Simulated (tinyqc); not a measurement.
# Stress and current directions compared

A cubic crystal with three pairs of conduction valleys along x, y and z; non-degenerate electrons, one relaxation time, masses unchanged. Stress s_ij = X a_i a_j with a the unit vector along the stress; strain e_ii = s11 s_ii + s12 (s_jj + s_kk), e_ij = s44 s_ij/2. Valley shift dE = Xu (n.e.n - trace(e)/3) with n the valley axis; share f proportional to exp(-dE/Vt). Inverse mass along the current d: (n.d)^2/ml + (1 - (n.d)^2)/mt; mu/mu0 = sum f (1/m) over the plain mean of 1/m. Rows: direction of the stress, of size |X|; columns: direction of the current and sign.

Parameters, values chosen for the exercise; values close to those of silicon:
- T = 300 K (temperature)
- s11 = 7.49 1/TPa (compliance)
- s12 = -2.13 1/TPa (compliance)
- s44 = 12.8 1/TPa (compliance)
- Xu = 8.65 eV (shear deformation potential)
- ml = 0.906 m0 (longitudinal mass)
- mt = 0.189 m0 (transverse mass)
- X = -130 MPa (uniaxial stress (tension positive))

Constants: q = 1.602176634e-19 C, kB = 1.380649e-23 J/K, Vt = kB T/q. Results are converted to the units shown.

mu/mu0:

|  | I [100], tension | I [100], compression | I [110], tension | I [110], compression |
|---|---|---|---|---|
| [100] | 1.092 | 0.8942 | 1.023 | 0.9736 |
| [110] | 1.026 | 0.9759 | 1.026 | 0.9759 |
| [001] | 0.9539 | 1.053 | 0.9539 | 1.053 |
| [111] | 1.000 | 1.000 | 1.000 | 1.000 |

What do the numbers show?

The largest gain, 1.09, is for stress along [100], tension, current along [100]; the largest loss, 0.894, for [100], compression, current along [100]. Entries equal to one are cases in which the valleys are not split or have equal mass along the current.

tinyqc, about 0.01 s, one thread, Intel Xeon 2.30GHz (shared host): `OMP_NUM_THREADS=1 python tinyqc.py 2530028 2530029 out.jsonl`
